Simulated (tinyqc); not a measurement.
# Absorption edge of a degenerate semiconductor, band filling against gap narrowing: two studies

n-type, parabolic bands, full ionisation. eta = (EF - Ec)/kB T solves N = Nc F12(eta), F12(x) = (2/sqrt(pi)) int_0^infinity sqrt(u)/(1 + exp(u - x)) du. The gap shrinks rigidly by dEg = a3 y^(1/3) + a4 y^(1/4) + a2 y^(1/2), y = N/1e18 cm^-3, an empirical law that is here taken as the true narrowing.

Values chosen for this exercise; band and dielectric values those of a made-up semiconductor: temperature T = 300 K; band gap Eg = 1.27 eV; conduction-band density of states at 300 K, from me Nc = 8.17e17 cm^-3; electron mass me = 0.102 m0; hole mass mh = 0.692 m0; coefficient of (N/1e18)^(1/3) a3 = 12.4 meV; coefficient of (N/1e18)^(1/4) a4 = 8.9 meV; coefficient of (N/1e18)^(1/2) a2 = 2.1 meV.

Constants: q = 1.602176634e-19 C, kB = 1.380649e-23 J/K, Vt = kB T/q. Results are converted to the units shown.

Each table varies one quantity; the others keep the values above.

## The optical edge against doping

Vertical transitions need an empty final state: the edge is taken where the state lies 4 kB T below EF, E_opt = Eg - dEg + (1 + me/mh) max(eta - 4, 0) kB T; wavelength h c/(q E_opt).

The optical edge against doping:
```
N (cm^-3),eta,dEg (meV),filling shift (meV),E_opt (eV)
2.1e17,-1.268,14.36,0,1.256
4.1e17,-0.5133,17.68,0,1.252
7.9e17,0.3038,21.72,0,1.248
1.5e18,1.241,26.62,0,1.243
3e18,2.539,33.23,0,1.237
5.8e18,4.264,41.15,7.830,1.237
1.1e19,6.717,50.75,80.61,1.300
2.2e19,10.78,63.87,201.3,1.407
4.2e19,16.67,79.37,375.7,1.566
8.1e19,25.87,99.25,648.6,1.819
```

Read the table: what changes, and by how much?

E_opt goes from 1.26 through a minimum of 1.24 (at N = 5.8e18 cm^-3 among the rows listed) to 1.82 eV, against Eg = 1.27 eV; the filling shift is 0 while eta is below 4. At the end narrowing grows as N^(0.34) and EF - Ec as N^(0.67). Filling therefore wins at high density. For N = 2.2e19, 4.2e19, 8.1e19 EF lies more than 0.2 eV in the band, where non-parabolicity lowers it markedly.

## Approximations to the Fermi level

With u = N/Nc: Boltzmann ln u; Joyce-Dixon ln u + 0.353553 u - 4.95009e-3 u^2 + 1.48386e-4 u^3 - 4.42563e-6 u^4; degenerate limit (3 sqrt(pi) u/4)^(2/3). The Einstein ratio is D/(mu Vt) = F12/Fm, Fm(x) = dF12/dx = (1/sqrt(pi)) int_0^infinity u^(-1/2)/(1 + exp(u - x)) du.

Approximations to the Fermi level:
```
N (cm^-3),N/Nc,eta,Boltzmann,Joyce-Dixon,degenerate,D/(mu Vt)
4.6e16,0.056304,-2.8571,-2.8770,-2.8571,0.17760,1.0199
1e17,0.12240,-2.0573,-2.1005,-2.0573,0.29804,1.0431
2.4e17,0.29376,-1.1216,-1.2250,-1.1216,0.53426,1.1030
5.3e17,0.64871,-0.20545,-0.43276,-0.20545,0.90600,1.2253
1.2e18,1.4688,0.89350,0.38444,0.89350,1.5622,1.4993
2.7e18,3.3048,2.3146,1.1954,2.3145,2.6824,2.0744
6.2e18,7.5887,4.4771,2.0267,4.4748,4.6688,3.2602
1.4e19,17.136,7.9307,2.8412,7.8111,8.0358,5.4314
3.2e19,39.168,13.884,3.6679,8.4222,13.944,9.3361
```

Boltzmann is within 0.1 of eta up to N/Nc = 0.12, Joyce-Dixon within 0.01 up to 7.6, and the degenerate limit is off by 0.059 in the last row. The Einstein ratio rises from 1.02 to 9.34: degenerate carriers diffuse faster for the same mobility.

Range of the model: Band tails, non-parabolic bands and incomplete ionisation are left out.

tinyqc, about 0.01 s, one thread, Intel Xeon 2.30GHz (shared host): `OMP_NUM_THREADS=1 python tinyqc.py 2330144 2330145 out.jsonl`
